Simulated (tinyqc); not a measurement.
## Lossy on-chip transmission line with skin effect: line properties against frequency

A uniform line in a homogeneous dielectric: c = sqrt(er)/(c0 Z0), l = Z0 sqrt(er)/c0 (c0 = 299792458 m/s), g = w c td, w = 2 pi f. The resistance joins its limits as r = sqrt(r_dc^2 + r_hf^2), with r_dc = rho/(wd th), r_hf = kr rho/(2 delta (wd + th)), delta = sqrt(rho/(pi f mu0)), mu0 = 4 pi 1e-7 H/m; this is an interpolation, and internal inductance, up to 0.05 nH/mm at low frequency, is neglected.

gamma = sqrt((r + i w l)(g + i w c)) = alpha + i beta, Zc = sqrt((r + i w l)/(g + i w c)), roots with positive real part; loss 8.685889638 alpha in dB; phase velocity w/beta. ZL = 1/(1/RL + i w CL); reflection (ZL - Zc)/(ZL + Zc); Zin = Zc (ZL + Zc tanh(gamma len))/(Zc + ZL tanh(gamma len)); H = V_load/V_source = [Zin/(Zin + Rg)]/[cosh(gamma len) + (Zc/ZL) sinh(gamma len)].

Inputs (values chosen for the exercise):

| symbol | value | unit | meaning |
|---|---|---|---|
| wd | 1.7 | um | width of the strip |
| th | 0.58 | um | thickness of the strip |
| rho | 2.2 | uohm cm | resistivity |
| er | 3 |  | relative permittivity |
| td | 0.005 |  | loss tangent |
| Z0 | 50 | ohm | lossless impedance sqrt(l/c) |
| kr | 1.2 |  | factor for crowding and the return path |
| len | 0.4 | mm | length |
| Rg | 25 | ohm | source resistance |
| RL | 1e5 | ohm | load resistance |
| CL | 0 | fF | load capacitance |

Results:
```
f (GHz)  r (ohm/mm)  r/(w l)  loss (dB/mm)  |Zc| (ohm)  phase velocity over c0  length in wavelengths   |H| (dB)
0.01          22.31     1229       0.07834        1753                 0.02334               5.718e-4  -0.002950
0.03          22.32    409.8        0.1356        1012                 0.04038               9.912e-4  -0.002957
0.09          22.32    136.7        0.2343       584.5                 0.06976               0.001721  -0.002975
0.3           22.35    41.05        0.4244       320.4                  0.1262               0.003172  -0.003003
0.8           22.42    15.44        0.6804       196.7                  0.2016               0.005293  -0.002846
2             22.58    6.220         1.030       125.5                  0.3028               0.008812  -0.001195
7             23.24    1.829         1.632       72.19                  0.4656                0.02006    0.02499
60            29.30   0.2691         2.571       50.88                  0.5725                 0.1398      2.056
```

Estimate the missing row, f = 20 GHz.

Computed row:
```
f (GHz)  r (ohm/mm)  r/(w l)  loss (dB/mm)  |Zc| (ohm)  phase velocity over c0  length in wavelengths  |H| (dB)
20            24.86   0.6849         2.070       55.05                  0.5494                0.04857    0.2368
```

With this row back in the table: r equals w l at 13.2 GHz: below it |Zc| and the delay grow as in an RC line, above it |Zc| tends to Z0 = 50 ohm and the velocity to 1/sqrt(er) = 0.577 c0. The loss goes as f^(0.50) between the first two rows and f^(0.20) between the last two. |H| is -0.00295 dB in the first row and 2.06 dB in the last; between rows it can pass through resonances that the table doesn't show.

tinyqc, about 0.01 s, one thread, Intel Xeon 2.30GHz (shared host): `OMP_NUM_THREADS=1 python tinyqc.py 2810144 2810145 out.jsonl`
